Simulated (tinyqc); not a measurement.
What each parameter does: nanosheet or nanowire with hard walls, valleys of the Si type.

Six ellipsoidal valleys along the cube axes: inverse mass tensor w = 1/mt + (1/ml - 1/mt) a a^T with a the unit axis. Device axes: x along the channel, z = [001], y = z x x.

Hard walls around a W x H rectangle. The block w_c of w in (y, z) confines; the transport mass follows from 1/m_x = w_xx - w_xc w_c^-1 w_cx. The cross-section problem c (w_yy ky^2 + 2 w_yz ky kz + w_zz kz^2), c = hbar^2/2m0, is solved in products sin(n pi y/W) sin(l pi z/H), n, l = 1 to 12; if w_yz = 0 the levels are c pi^2 (w_yy n^2/W^2 + w_zz l^2/H^2). The w_yz term couples (n, l) to (n', l') by -2 c w_yz D_nn'(W) D_ll'(H) with D_nm(L) = 4 n m/(L (n^2 - m^2)) for n + m odd and 0 otherwise.

Without degeneracy the line density is N1 exp((EF - Ec)/kB T) with N1 = sum 2 g sqrt(m_x kB T/(4 pi c)) exp(-E/kB T), here over n, l up to 80 where w_yz = 0 and over all levels of a 12 x 12 sine basis otherwise; the classical value is W H Nc with Nc = 2 g_all (m_dos kB T/(4 pi c))^(3/2), m_dos = (ml mt^2)^(1/3); dVt = kB T ln(W H Nc/N1).

Constants: hbar^2/2m0 = 3.80998211 eV angstrom^2; kB = 8.617333262e-05 eV/K.

Values chosen for the exercise (near those of Si; shifted at random, so the results belong to these values and not to a real crystal):
- ml = 0.898 m0 (longitudinal mass)
- mt = 0.187 m0 (transverse mass)
- T = 300 K (temperature)
- g_all = 6 (number of valleys)
- channel = 110 (transport direction x on a (001) wafer)
- W = 160 angstrom (width, along y)
- H = 30 angstrom (height, along z = [001])

E1 and E2 are the two lowest subband edges over all groups.

Results for these values:
```
case  E1 (eV)  E2 - E1 (meV)  m_x of lowest (m0)  dVt (mV)
base   0.0544           23.6               0.187      73.6
```

What happens to each result for H = 38 angstrom, all else kept?

Answer: E1 falls from 0.0544 to 0.0369; E2 - E1 does not change at the printed digits; m_x of lowest does not change at the printed digits; dVt falls from 73.6 to 59.9.

The same for each parameter in turn:
```
case              E1 (eV)  E2 - E1 (meV)  m_x of lowest (m0)  dVt (mV)
base               0.0544           23.6               0.187      73.6
W = 150 angstrom   0.0555           26.8               0.187      74.4
H = 38 angstrom    0.0369           23.6               0.187      59.9
T = 270 K          0.0544           23.6               0.187      70.3
ml = 0.988 m0      0.0501           23.6               0.187      70.5
mt = 0.206 m0      0.0537           21.4               0.206      72.9
```

Program tinyqc; command `OMP_NUM_THREADS=1 python tinyqc.py 1280739 1280740 out.jsonl`; about 0.03 s on one thread of a shared Intel(R) Xeon(R) Processor @ 2.30GHz.
